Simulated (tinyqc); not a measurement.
Interdiffusion in a binary couple: Darken equations, Kirkendall shift and Boltzmann-Matano analysis: one step, computed by the program tinyqc.

x is the mole fraction of B; the molar volume is constant, and the two halves are long enough to count as infinite.

Question. Boltzmann-Matano diffusivity. D~(x) = area/(2 t slope), with z counted from the original interface (the Matano plane); 1 um^2 = 1e-12 m^2.

Inputs (values chosen for the exercise, for a model alloy A-B): temperature T = 1410 K; time t = 120000 s.

area -int z dx from x_L to the local x = 27.51670 um

slope dx/dz at the local x = 8.277588e-04 1/um

Give: D~ from the profile.

Answer.

D~ from the profile = 1.385e-13 m^2/s
